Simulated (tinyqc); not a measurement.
Surface orientation and number of bands: six-band hole subbands of a thin body in a field.

Basis X, Y, Z times spin, hole energies counted downwards from the unstrained edge (the hydrostatic shift is left out), c = hbar^2/2m0. For a symmetric tensor T let C(T) have C_XX = L Txx + M (Tyy + Tzz), C_XY = N Txy (cyclic), L = c (g1 + 4 g2), M = c (g1 - 2 g2), N = 6 c g3. k = q + kz n, n the unit normal, q = k1 u + k2 v with u along the channel [1-10] and v = n x u. H = C(k k^T) + (Dso/3)(1 - L.sigma) - B + e F z with (L_k)_ij = -i epsilon_kij; B is the block C built from the traceless strain with 2b, -b and sqrt(3) d in place of L, M, N. Strain: exx = eyy = (s11 + s12) sx/2, ezz = s12 sx, exy = -s44 sx/4. Hard walls at z = 0 and t; basis sin(j pi z/t), j = 1 to Nz: kz^2 = (j pi/t)^2, kz = -i D with D_jl = 4 j l/(t (j^2 - l^2)), z_jj = t/2 and z_jl = -8 t j l/(pi (j^2 - l^2))^2 for j + l odd; 1 MV/cm = 0.01 eV/angstrom.

Nz = 14. E1 is the top subband at q = 0, gap the distance to the next pair, and the masses are c q^2/(E(q) - E1) at |q| = 0.02 1/angstrom (mean of the spin pair) along the channel [1-10] and across it in the plane; a dash marks a band that does not rise.

Constants: hbar^2/2m0 = 3.80998211 eV angstrom^2.

Values chosen for the exercise (near those of a p-type Si channel; not measured data):

| symbol | value | unit | meaning |
|---|---|---|---|
| g1 | 4.28 |  | Luttinger gamma1 |
| g2 | 0.34 |  | gamma2 |
| g3 | 1.44 |  | gamma3 |
| Dso | 0.045 | eV | spin-orbit splitting |
| b | -2.11 | eV | tetragonal potential |
| d | -4.76 | eV | trigonal potential |
| S | (7.54, -2.17, 12.5) | 1/TPa | compliances s11, s12, s44 |
| t | 65 | angstrom | body thickness |
| F | 0.2 | MV/cm | field across the body |
| sx | -1.5 | GPa | stress along the channel [1-10], negative in compression |

Three faces, six bands; and four bands, with Dso set to 1000 eV.

Results:

| case | E1 (meV) | gap (meV) | m channel | m across |
|---|---|---|---|---|
| (001) 6 bands | 48.3 | 75.6 | 0.153 | 2.217 |
| (001) 4 bands | 66.9 | 62.8 | 0.190 | 0.572 |
| (110) 6 bands | -2.0 | 29.2 | 0.115 | 0.278 |
| (110) 4 bands | 46.9 | 61.0 | 0.148 | 0.298 |
| (111) 6 bands | 22.5 | 52.6 | 0.132 | 0.982 |
| (111) 4 bands | 46.4 | 54.1 | 0.166 | 0.231 |

With six bands the top subband is shallowest on (110) (-2.0 meV) and deepest on (001). Without the stress E1 would be 91.5, 50.5 and 64.9 meV, so the stress moves it by -43.2, -52.5 and -42.5 meV. The lightest channel mass is on (110) (0.115 m0). Dropping the split-off band moves E1 by 18.5, 48.9 and 24.0 meV and the gap by -12.8, 31.8 and 1.6 meV on the three faces, with Dso = 45 meV.

Program tinyqc; command `OMP_NUM_THREADS=1 python tinyqc.py 1281103 1281104 out.jsonl`; about 0.4 s on one thread of a shared Intel(R) Xeon(R) Processor @ 2.30GHz.
